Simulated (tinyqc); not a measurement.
From results back to parameters: k.p values derived from sp3s* tight binding at Gamma. Five cases, with inputs chosen for the exercise.

Problem. The electron mass obeys m0/m = A + Ep/EG, where A gathers the direct term and the higher bands, and Ep = P^2/c with c = hbar^2/2m0, P = (a/4)(sa pc Vsapc + sc pa Vscpa). The mass comes from a hidden Vscpa (s cation, p anion); sa, sc are the anion and cation parts of S+, the upper s level at Gamma, and pa, pc those of P-, the lower p level (P+ is the upper one).

Constants: hbar^2/2m0 = 3.80998211 eV angstrom^2.

Find: Ep; Vscpa.

Method. Ep = (m0/m - A) EG gives |P|; both terms of P have the sign of sc pa, and the linear relation gives Vscpa. A is held fixed, though its part from P+ also depends on Vscpa.

Case 1.

Values chosen (out of a larger set: near a published set for AlAs, fitted to gaps, whose masses and valley positions are rough; not measured data): a = 5.662 angstrom (lattice constant); Vsapc = 5.156 eV (s anion, p cation).

m = 0.2936590 m0
A = -1.60179
EG = 3.030471 eV

sa, sc, pa, pc: 0.531718  -0.846922  0.885494  -0.464652

Solution.

Ep = 15.17 eV
Vscpa = 5.46 eV

Case 2.

Values chosen (out of a larger set: near a published set for GaSb, fitted to gaps, whose masses and valley positions are rough; not measured data): a = 6.096 angstrom (lattice constant); Vsapc = 4.942 eV (s anion, p cation).

m = 0.0641145 m0
A = -1.94780
EG = 0.769203 eV

sa, sc, pa, pc: 0.603444  -0.797406  0.879372  -0.476135

Solution.

Ep = 13.50 eV
Vscpa = 4.68 eV

Case 3.

Values chosen (out of a larger set: near a published set for SiC, fitted to gaps, whose masses and valley positions are rough; not measured data): a = 4.356 angstrom (lattice constant); Vsapc = 9.435 eV (s anion, p cation).

m = 0.5016696 m0
A = -2.55150
EG = 5.886810 eV

sa, sc, pa, pc: 0.653927  -0.756558  0.821646  -0.569997

Solution.

Ep = 26.75 eV
Vscpa = 9.26 eV

Case 4.

Values chosen (out of a larger set: near a published set for Ge, fitted to gaps, whose masses and valley positions are rough; not measured data): a = 5.655 angstrom (lattice constant); Vsapc = 5.472 eV (s anion, p cation).

m = 0.0588823 m0
A = -1.76132
EG = 0.838000 eV

sa, sc, pa, pc: 0.707107  -0.707107  0.707107  -0.707107

Solution.

Ep = 15.71 eV
Vscpa = 5.47 eV

Case 5.

Values chosen (out of a larger set: near a published set for GaAs, fitted to gaps, whose masses and valley positions are rough; not measured data): a = 5.657 angstrom (lattice constant); Vsapc = 4.441 eV (s anion, p cation).

m = 0.1128640 m0
A = -1.53937
EG = 1.498562 eV

sa, sc, pa, pc: 0.546748  -0.837297  0.883072  -0.469237

Solution.

Ep = 15.58 eV
Vscpa = 5.83 eV

Computed by tinyqc, one run a case: `OMP_NUM_THREADS=1 python tinyqc.py N N+1 out.jsonl` with N = 1450490, 1450504, 1450566, 1450586, 1450588; one thread of a shared Intel(R) Xeon(R) Processor @ 2.30GHz, about 0.01 s a run at most.
